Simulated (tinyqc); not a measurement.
# From steady velocity back to field after the step F

Model: velocity overshoot from momentum and energy balance equations after a field step. Computed by tinyqc, a small Python program. Command: `OMP_NUM_THREADS=1 python tinyqc.py 3024215 3024216 out.jsonl overshoot inv`. One thread of a shared host (Intel(R) Xeon(R) Processor @ 2.30GHz), about 0.04 s of CPU time with the checks.

At t = 0 the field jumps from 0 to F in a uniform sample. v is the drift velocity and u = w - (3/2) k_B T the excess energy per carrier.

Inputs (values chosen for the exercise, modelled on holes in silicon except for tau_E): effective mass m = 0.39 m_0; low-field mobility mu_0 = 440 cm^2/(V s); saturation velocity v_s = 0.81 1e7 cm/s; energy relaxation time tau_E = 0.16 ps; lattice temperature T = 300 K.

Scheme: explicit Euler.

Constants: m_0 = 9.1093837015e-31 kg; e = 1.602176634e-19 C; k_B = 8.617333262e-05 eV/K.

Method. dv/dt = e F/m - v/tau_m(u), du/dt = e F v - u/tau_E, tau_m(u) = tau_0/(1 + c u), tau_0 = m mu_0/e, c = mu_0/(e tau_E v_s^2); this choice gives the steady state v (1 + mu_0 F v/v_s^2) = mu_0 F, which saturates at v_s. Steady velocity v = 2 mu_0 F/(1 + sqrt(1 + 4 (mu_0 F/v_s)^2)); u = e F v tau_E; carrier temperature T + 2u/(3 k_B), neglecting the drift energy m v^2/2.

Task: A run gave the result below. Find the field after the step F, known to lie between 13 and 26 kV/cm.

steady velocity = 0.5174652 1e7 cm/s

Result:

Each step takes the trial c = (a f_b - b f_a)/(f_b - f_a), f being the result less the target and a, b, c the logarithms of the listed values; c replaces end b, the old b replaces a if the sign of f changed, and otherwise f_a is halved.

Scan of the range:
```
field after the step F (kV/cm)  steady velocity (1e7 cm/s)
13.0                                              0.418967
14.6                                              0.446874
16.4                                              0.474242
18.4                                              0.500497
20.6                                              0.525255
23.2                                              0.550056
26.0                                              0.572504
```

False position (Illinois rule, in the logarithm of the input) inside the bracket:
```
step    end a    end b    trial  steady velocity (1e7 cm/s)
1     18.4000  20.6000  19.8808                    0.517584
2     18.4000  19.8808  19.8596                    0.517352
3     19.8808  19.8596  19.8700                    0.517465
4     19.8596  19.8700  19.8700                    0.517465
```

Steady velocity rises at every point of a 13-point scan of the range (every second point is shown), so one value fits; it is bracketed by 18.4 and 20.6. Answer: field after the step F = 19.87 kV/cm.
